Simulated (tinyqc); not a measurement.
Single-domain magnet: Stoner-Wohlfarth switching, Neel-Arrhenius retention, LLG dynamics and spin torque. Changing the drive I/I_c0. Computed by tinyqc, a small Python program. Command: `OMP_NUM_THREADS=1 python tinyqc.py 3011176 3011177 out.jsonl macro sweep`. One thread of a shared host (Intel(R) Xeon(R) Processor @ 2.30GHz), about 0.02 s of CPU time with the checks.

The moment is uniform, with unit vector m; z is the easy axis. mu_0 = 1.25663706212e-6 T m/A, gamma = 1.76085963023e11 rad/(s T).

Inputs (values chosen for the exercise, for a model magnet):
```
quantity,value,unit
saturation magnetisation M_s,706,kA/m
diameter d,49,nm
thickness t,1.4,nm
interface anisotropy K_i,0.503,mJ/m^2
bulk anisotropy K_u,74,kJ/m^3
exchange stiffness A,26,pJ/m
temperature T,300,K
attempt frequency f0,1,GHz
waiting time t_w,1,s
damping alpha,0.0062,-
spin-torque efficiency eta,0.55,-
```

Shape: thin disc, easy axis normal to it.

Constants: k_B = 1.380649e-23 J/K; e = 1.602176634e-19 C; hbar = 1.054571817e-34 J s.

Method:
- The disc is treated as an oblate spheroid with p = t/d: N_z = [1 - p arccos(p)/sqrt(1 - p^2)]/(1 - p^2); V = pi d^2 t/4; K_eff = K_u + K_i/t + K_shape, K_shape = -(mu_0 M_s^2/4)(3 N_z - 1); mu_0 H_K = 2 K_eff/M_s.
- Delta = K_eff V/(k_B T); tau = exp(Delta)/f0; probability of a flip within t_w: P = 1 - exp(-t_w/tau). Wall width parameter sqrt(A/K_eff); a two-domain state costs 4 sqrt(A K_eff) times the cross-section that the wall cuts (d t).
- For axial symmetry and a polariser along z: I_c0 = (4 e alpha/(hbar eta)) K_eff V; relaxation time tau_D = (1 + alpha^2)/(alpha gamma mu_0 H_K); thermal start angle theta_0 = 1/sqrt(2 Delta); switching time about tau_D ln(pi/(2 theta_0))/(I/I_c0 - 1); precession frequency gamma mu_0 H_K/(2 pi (1 + alpha^2)).
- The polar equation dm_z/dt = -(1 - m_z^2)(i - m_z)/tau_D, i = I/I_c0, integrates to t = tau_D [F(cos theta_0) - F(0)], F(z) = -ln(1 - z)/(2 (i - 1)) + ln(1 + z)/(2 (i + 1)) + ln(i - z)/(i^2 - 1), theta_0 = 1/sqrt(2 Delta).

One run for each value:
```
drive I/I_c0,time to m_z = 0 (ns),"switching time, estimate (ns)"
1.1,42.093,70.113
1.5,11.845,14.023
2.0,6.506,7.011
2.6,4.259,4.382
3.4,2.926,2.921
4.4,2.106,2.062
5.8,1.514,1.461
7.6,1.113,1.062
10.0,0.822,0.779
```

What does the table show, and why?

Over the rows, time to m_z = 0 (ns) falls from 42.1 to 0.822 (exponent d ln y / d ln x -4.1 between the first rows and -1.1 between the last); switching time, estimate (ns) falls from 70.1 to 0.779 (exponent d ln y / d ln x -5.2 between the first rows and -1.1 between the last). The estimate keeps the small-angle growth rate alpha (i - 1) all the way; near threshold the true rate rises as m_z falls, so the estimate is too long there. Within some 20 % of threshold thermal noise, left out here, sets the time.

Caution (all rows): a flat cylinder has a smaller N_z than the spheroid of the same t/d, so K_eff of a real disc is larger.

Extremes, crossings and ranges named in words are read from the listed rows.
